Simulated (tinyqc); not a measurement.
Gated two-dimensional channel with two bands, quantum capacitance: one step of the calculation.

phi is the Fermi level above the lowest band edge, in volts; Vg is counted from the gate voltage at which an empty channel would have phi = 0. The channel has no thickness; trap charge is -q Dit phi.

Task. Gate capacitance. Cox = eps0 eox/tox.

Values chosen for this exercise:
```
symbol  value  unit                                                                 meaning
eox       3.9        relative permittivity of the gate insulator (close to silicon dioxide)
tox        10    nm                                                     insulator thickness
```

Constants: eps0 = 8.8541878128e-14 F/cm where lengths are in cm. Results are converted to the units shown.

Wanted: Cox.

Result.

Cox = 0.34531 uF/cm^2

tinyqc, about 0.01 s, one thread, Intel Xeon 2.30GHz (shared host): `OMP_NUM_THREADS=1 python tinyqc.py 2200034 2200035 out.jsonl`
